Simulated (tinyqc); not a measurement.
Plane-wave Kohn-Sham cycle with exchange-only LDA in a layered model solid, step by step. One step of it, computed by the program tinyqc.

Problem. Iteration 2: levels at that k. Diagonalise the Hermitian matrix.

H (hartree), order -3, -2, -1, +0, +1, +2, +3:
```
[[0.522707, -0.232129, -0.100910, 0.001033, -0.000113, -0.000054, 0.000032],
 [-0.232129, 0.111902, -0.232129, -0.100910, 0.001033, -0.000113, -0.000054],
 [-0.100910, -0.232129, -0.134582, -0.232129, -0.100910, 0.001033, -0.000113],
 [0.001033, -0.100910, -0.232129, -0.216743, -0.232129, -0.100910, 0.001033],
 [-0.000113, 0.001033, -0.100910, -0.232129, -0.134582, -0.232129, -0.100910],
 [-0.000054, -0.000113, 0.001033, -0.100910, -0.232129, 0.111902, -0.232129],
 [0.000032, -0.000054, -0.000113, 0.001033, -0.100910, -0.232129, 0.522707]]
```

Give: eigenvalues.

Solution.

eigenvalues (hartree): [-0.6665, -0.2679, 0.0300, 0.1866, 0.2417, 0.6272, 0.6321]
